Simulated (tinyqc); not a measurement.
Worked calculation: Jacobi rotations on a symmetric matrix. Computed by tinyqc, a small Python program that keeps every step. Settings: method = jacobi. Command: `OMP_NUM_THREADS=1 python tinyqc.py 21499 21500 out.jsonl` (the two numbers bound the seeds that draw the settings). One thread of a shared host (Intel(R) Xeon(R) Processor @ 2.60GHz), about 0.01 s of CPU time with the checks.

## Jacobi rotation 1

A, lower triangle:
```
           1         2         3
1   2.641000
2  -0.559000  4.807000
3   0.979000  0.278000  5.010000
```

Take the largest off-diagonal element A_pq; tan 2 theta = 2 A_pq / (A_qq - A_pp) with |theta| <= pi/4; A' = J^T A J with J_pp = J_qq = cos, J_pq = sin, J_qp = -sin.

p, q, theta (rad): 1.000000  3.000000  0.345349

A', lower triangle:
```
           1         2         3
1   2.288789
2  -0.620105  4.807000
3   0.000000  0.072351  5.362211
```

## Jacobi rotation 2

As before.

p, q, theta (rad): 1.000000  2.000000  -0.228813

A', lower triangle:
```
          1         2         3
1  2.144371
2  0.000000  4.951418
3  0.016411  0.070465  5.362211
```

## All rotations

The off-diagonal norm falls at every rotation.

Rotations:

| step | p | q | theta | off-diagonal norm |
|---|---|---|---|---|
| 1 | 1 | 3 | 0.345349 | 8.83e-01 |
| 2 | 1 | 2 | -0.228813 | 1.02e-01 |
| 3 | 2 | 3 | 0.165243 | 2.32e-02 |
| 4 | 1 | 3 | 0.005012 | 3.82e-03 |
| 5 | 1 | 2 | -0.000966 | 1.91e-05 |
| 6 | 2 | 3 | -0.000031 | 1.85e-08 |
| 7 | 1 | 3 | -4.05e-09 | 5.75e-13 |

eigenvalues: 2.144288  4.939669  5.374043
